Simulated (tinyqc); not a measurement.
## Joule-heated wire on a substrate, fin equation: effect of the thermal resistance of each contact

A wire of length L loses heat along itself to two contacts and sideways to the substrate: kap A theta'' - g theta + p = 0 with theta = T - T0 and p = p0. Each end passes the heat flow theta/Rc to its contact. Constant conductivity, diffusive heat flow.

The equation is solved on 800 equal steps and the peak is the largest node value. LH = sqrt(kap A/g); the share is the integral of g theta over that of p.

Parameters, values chosen for the exercise: conductivity along the wire kap = 40 W/(m K); cross-section A = 410 nm^2; conductance per length to the substrate g = 0.18 W/(m K); length between the contacts L = 1100 nm; heating per length p0 = 0.014 uW/nm.

The same in every row: LH (nm) = 301.8; L/LH = 3.644.

Results:
```
Rc (K/uW)  peak theta (K)  peak/(p0/g)  share to the substrate (%)
0.92                54.38       0.6991                       50.27
2                   55.56       0.7143                       52.78
4.3                 57.72       0.7421                       57.37
9.2                 61.15       0.7863                       64.67
20                  65.71       0.8449                       74.36
92                  73.51       0.9451                       90.93
```

Estimate the missing row, Rc = 43 K/uW.

Computed row:
```
Rc (K/uW)  peak theta (K)  peak/(p0/g)  share to the substrate (%)
43                  70.16       0.9021                       83.81
```

With this row back in the table: As Rc goes from 0.92 to 92 K/uW, the peak theta rises from 54.4 to 73.5 K and the share of heat to the substrate rises from 50.3 to 90.9 %; L/LH is 3.64 throughout.

Computed by the program tinyqc: `OMP_NUM_THREADS=1 python tinyqc.py 2520108 2520109 out.jsonl`, one thread of a shared Intel Xeon 2.30GHz, about 0.01 s for the whole run.
